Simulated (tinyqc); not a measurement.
Inside a calculation. Model: Koster-Slater impurity in a tight-binding band, by Green functions and by supercells. Computed by tinyqc, a small Python program that keeps every step. Command: `OMP_NUM_THREADS=1 python tinyqc.py 3005675 3005676 out.jsonl kosterslater walk`. One thread of a shared host (Intel(R) Xeon(R) Processor @ 2.30GHz), about 0.03 s of CPU time with the checks. Intermediate numbers are printed to about 5 digits and carried at full precision; extremes and crossings named in words are read from the listed rows.

One orbital per site, e(k) = -2 t sum cos(k_i) over 2 direction(s), band from -4 t to 4 t, lattice constant 1. One site has the extra energy U. Spin is left out.

Inputs (values chosen for the exercise, for a model band):
```
quantity                  value      unit
hopping t                  0.48        eV
impurity potential U      -1.92        eV
supercell edge N              4     sites
energy inside the band E  -1.24        eV
broadening eta            0.072        eV
impurity concentration c   0.01  per site
```

Lattice: square.

Constants: hbar = 6.582119569e-16 eV s.

## The host Green function outside the band

Outside the band G0(E) = (2/(pi E)) K(m), m = 16 t^2/E^2, K the complete elliptic integral with parameter m. A bound state solves 1/U = G0(E). Energies: 0.05, 0.2, 0.5, 1, 2, 4 and 8 t beyond the band edge on the side of U, rounded to four digits.

Scan on the side of U:
```
E (eV)  G0 (1/eV)  1/U - G0 (1/eV)
-1.944    -1.0656          0.54477
-2.016    -0.8250          0.30413
-2.160    -0.6588          0.13799
-2.400    -0.5293          0.00844
-2.880    -0.4000         -0.12081
-3.840    -0.2795         -0.24136
-5.760    -0.1788         -0.34207
```

G0 diverges at the band edge, so any U binds a state, exponentially weakly when U is small.

## The bound state

Bisection in ln(distance from the edge) between 1e-5 t and |U| + t. Weight on the impurity site: -1/(U^2 dG0/dE), by a central difference with step min(1e-4 t, distance/30). Decay length along an axis: 1/arccosh(1 + distance/(2 t)).

level E_b = -2.4220 eV

distance from the band edge = 0.50202 eV

weight on the impurity site = 0.72404

decay length = 1.0176 sites

The state is compact: most of it sits on the impurity.

## Green function inside the band

Inside the band G0(z), z = E + i eta, comes from the chain form 1/(sqrt(y - 2t) sqrt(y + 2t)) (principal roots) at y = z + 2 t cos k, averaged over k in (0, pi) with 200 Gauss-Legendre points.

G0(E + i eta) = -0.57596-0.62843i 1/eV

## Scattering

T = U/(1 - U G0); phase shift delta = -arg(1 - U G0) in (-pi, pi]; host density of states -Im G0/pi; on the impurity -Im[G0/(1 - U G0)]/pi; lifetime of a band state hbar/(-2 c Im T).

T matrix = 0.1385-1.5791i eV

phase shift delta = 1.6583 rad

host density of states = 0.20004 1/eV

density of states on the impurity = 0.13635 1/eV

scattering lifetime = 20.841 fs

The Born approximation would take Im T = U^2 Im G0 = -2.32 eV, 1.47 times the full value.

## The level in the supercell

In a periodic cell of N sites along each direction with Bloch vector K, the level solves 1/U = N^-d sum_k 1/(E - e(k)), k_i = (2 pi m_i + K_i)/N, m_i = 0..N-1; the outermost root on the side of U is taken (bisection). d is the number of directions. Gamma means K_i = 0, the zone corner K_i = pi, the quarter point K_i = pi/2. The error is measured against the isolated level E_b.

level at Gamma = -2.4634 eV

level at the corner = -2.3819 eV

level at the quarter point = -2.4215 eV

error at Gamma = -0.041346 eV

width between Gamma and the corner = 0.081421 eV

Images turn the level into a band 0.0814 eV wide; the quarter point misses the isolated level by 5.5e-4 eV, far less than Gamma, because the leading hopping between images averages out there.

## Convergence with cell size

Even N; errors against the isolated level E_b, set to 0 below 1e-6 t.

Error of the level (eV):
```
N   sites        Gamma      corner  quarter point
2       4  -3.6506e-01  5.0202e-01     4.0075e-02
4      16  -4.1346e-02  4.0075e-02     5.5384e-04
6      36  -4.8253e-03  4.5075e-03     9.0036e-06
8      64  -5.7631e-04  5.5384e-04              0
12    144  -9.0774e-06  9.0036e-06              0
16    256            0           0              0
```

The error at Gamma falls exponentially, between the last two resolved rows by exp(-1.038) per site against 1/(decay length) = 0.983; the rest is the power-law prefactor of the Green function. Gamma and the corner err in opposite directions. Among the sizes listed an error below 1 meV is first reached at N = 8 at Gamma; at the quarter point N = 4 is enough.

## Phase shift across the band

delta/pi = -arg(1 - U G0)/pi counts the states added below E (Friedel); host DOS = -Im G0/pi, DOS on the impurity = -Im[G0/(1 - U G0)]/pi; 13 evenly spaced energies from -(band edge + |U| + 2t) to +(band edge + |U| + 2t).

Across the spectrum:
```
E (eV)  Re G0 (1/eV)  host DOS (1/eV)  DOS on the impurity (1/eV)  delta/pi
-4.8        -0.21745          0.00113                      0.0033   0.00374
-4.0        -0.26651          0.00175                      0.0073   0.00687
-3.2        -0.34798          0.00315                      0.0285   0.01822
-2.4        -0.52718          0.00892                      2.9318   0.57091
-1.6        -0.66936          0.17178                      0.1487   0.58549
-0.8        -0.51836          0.24301                      0.1131   0.49897
0.0          0.00000          0.49272                      0.0501   0.39669
0.8          0.51836          0.24301                      0.0396   0.20168
1.6          0.66936          0.17178                      0.0273   0.13550
2.4          0.52718          0.00892                      0.0022   0.00851
3.2          0.34798          0.00315                      0.0011   0.00363
4.0          0.26651          0.00175                      0.0008   0.00222
4.8          0.21745          0.00113                      0.0006   0.00154
```

delta/pi starts and ends near zero (+0.004 and +0.002): the impurity moves states but creates none. delta/pi rises at the bound state below the band (-2.422 eV), reaches 0.59 among these rows (1 in the limit of small eta, just above the level) and is paid back by the top of the band.

Checks made by the program: G0 at the level by a direct sum over directions (relative difference below 1e-10).
